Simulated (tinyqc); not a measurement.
Access strength from the read disturbance.

Question. Transistor (EKV form, voltages against the body): I = 2 n b Vt^2 [F(vp - Vs) - F(vp - Vd)] from drain to source, F(v) = ln^2(1 + exp(v/(2 Vt))), vp = (Vg - VT + sg |Vd - Vs|)/n. n-channel bodies are at 0; for the p-channel device all voltages are counted down from Vdd. b in uA/V^2 gives I in uA. In an SRAM read the low node Q obeys In(gate QB, drain Q) = Ip(gate QB, drain Q) + Ia, where the access transistor (threshold VTn) has its gate and drain at Vdd and its source at Q. Find Ia, ba and the cell ratio bn/ba.

Parameters, values chosen for the exercise:
- T = 400 K (temperature)
- Vdd = 0.6 V (supply voltage)
- n = 1.21 (slope factor)
- sg = 0.028 (drain-induced barrier lowering)
- VTn = 0.27 V (n-channel threshold)
- VTp = 0.35 V (p-channel threshold (magnitude))
- bn = 600 uA/V^2 (gain factor of the pull-down transistor)
- bp = 320 uA/V^2 (gain factor of the pull-up transistor)

Constants: q = 1.602176634e-19 C, kB = 1.380649e-23 J/K, Vt = kB T/q. Results are converted to the units shown.

Q and QB in the read (V): 0.088853460  0.59938902

Answer. The node equation gives Ia, which is proportional to ba.

Ia = 14.5 uA
ba = 600 uA/V^2
cell ratio = 1.00

Numbers from tinyqc (`OMP_NUM_THREADS=1 python tinyqc.py 2340101 2340102 out.jsonl`; about 0.2 s on one thread of a shared Intel Xeon 2.30GHz).
